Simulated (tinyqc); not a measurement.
Order-disorder in a binary alloy on two sublattices: Bragg-Williams and pair (quasi-chemical) approximations: one step, computed by the program tinyqc. Command: `OMP_NUM_THREADS=1 python tinyqc.py 3019508 3019509 out.jsonl order walk`. One thread of a shared host (Intel(R) Xeon(R) Processor @ 2.30GHz), about 0.01 s of CPU time with the checks.

All z = 8 neighbours of a site lie on the other sublattice. B fills the sublattices with x + eta/2 and x - eta/2; energies are per site, from the pure components: u = -z w y with y the probability of an A-B bond taken in one order.

Question. Energy, entropy and site fractions. a = x + eta/2, b = x - eta/2; u = -z w [x (1 - x) + eta^2/4]; s/k_B = [s2(a) + s2(b)]/2, s2(c) = -c ln c - (1 - c) ln(1 - c); gain on ordering = f(eta) - f(0), f = u - T s. Superlattice over fundamental intensity = [eta (f_B - f_A)/2]^2/[(1 - x) f_A + x f_B]^2.

Inputs (values chosen for the exercise, for a model alloy): ordering energy w = (e_AA + e_BB)/2 - e_AB = 32.8 meV; fraction x of B = 0.46; temperature T = 1230 K.

Lattice: bcc (B2 order, z = 8).

scattering factors f_A, f_B (electrons): [35, 59]

order parameter eta = 0.6758530

Constants: k_B = 8.617333262e-05 eV/K.

Give: B fraction on its own sublattice; B fraction on the A sublattice; energy u; entropy s; gain on ordering; intensity ratio.

Answer.

B fraction on its own sublattice = 0.79793

B fraction on the A sublattice = 0.12207

energy u = -95.145 meV/site

entropy s = 0.43715 k_B/site

gain on ordering = -3.1701 meV/site

intensity ratio = 0.031031

A on the B sublattice: 0.2021, of which 0.0800 is forced by composition. Caution: T is near or above the T_c of the better pair approximation, so the true long-range order is lower than Bragg-Williams gives.
